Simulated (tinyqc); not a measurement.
## Gate sheet resistance from two finger widths

Question. At low frequency R = Rsh Wf/(3 L) + B/Wf, where B collects the channel and vertical terms. Find Rsh, B and the width of lowest R.

Parameters, values chosen for the exercise: channel length L = 0.36 um.

input resistance of single fingers, contacted at one end, of width 0.86 and 11 um (ohm): 687.15935  215.69024

Solution. R Wf is a straight line in Wf^2; the minimum of R lies where both terms are equal.

Rsh = 16.00 ohm/square
B = 580.0 ohm um
width of lowest R = 6.257 um

Computed by the program tinyqc: `OMP_NUM_THREADS=1 python tinyqc.py 2262055 2262056 out.jsonl`, one thread of a shared Intel Xeon 2.30GHz, about 0.01 s for the whole run.
